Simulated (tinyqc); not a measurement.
Ways to converge the cycle: SCF convergence aids in the sto-3g basis, for H2, spin multiplicity 1. Computed by the program tinyqc with PySCF. RHF with one setting changed at a time; a run stops when the energy changes by less than 1e-09 hartree and the error matrix is below 1e-5. The start is random orbitals. Damping d keeps d of the old density; a shift (hartree) raises the virtual levels; DIIS n extrapolates F over n matrices.

Geometry (angstrom):
```
atom       x       y       z
H     0.0000  0.0000  0.0000
H     0.0000  0.0000  0.8260
```

lowest restricted solution found by these runs and by PySCF = -1.106838 hartree

Largest element of the error matrix X^T (FDS - SDF) X:
```
iteration    plain  damping 0.3  damping 0.6  shift 0.4   DIIS 3   DIIS 8
1          3.7e-01      3.7e-01      3.7e-01    3.7e-01  3.7e-01  3.7e-01
2          1.7e-01      3.1e-01      3.7e-01    7.6e-01  1.7e-01  1.7e-01
3          1.4e-02      1.3e-01      2.9e-01    4.1e-01  2.0e-02  2.0e-02
4          1.1e-03      4.8e-02      2.1e-01    1.4e-01  3.8e-03  3.8e-03
5          9.0e-05      1.7e-02      1.4e-01    4.5e-02  4.4e-06  2.1e-03
6          7.2e-06      6.2e-03      9.0e-02    1.4e-02  9.0e-09  1.4e-03
8                -      7.8e-04      3.7e-02    1.5e-03        -  8.8e-04
10               -      9.9e-05      1.5e-02    1.5e-04        -  1.7e-06
14               -      1.6e-06      2.4e-03          -        -        -
20               -      3.2e-09      1.5e-04          -        -        -
30               -            -      1.6e-06          -        -        -
```

How each run ends:
```
run          iterations  E (hartree)         state
plain                 7    -1.106838  lowest found
damping 0.3          20    -1.106838  lowest found
damping 0.6          42    -1.106838  lowest found
shift 0.4            13    -1.106838  lowest found
DIIS 3                6    -1.106838  lowest found
DIIS 8               11    -1.106838  lowest found
```

What does the comparison show, and why?

6 of 6 runs reach the lowest restricted solution found, in 6 to 42 iterations (fastest: DIIS 3). Plain steps already contract here, so damping only slows them. DIIS 3 gains by cancelling the error over several earlier matrices, much as a quasi-Newton step does. DIIS minimises the error, not the energy, so it can stall or settle near a saddle, and its small system turns near-singular when few rotations are active.
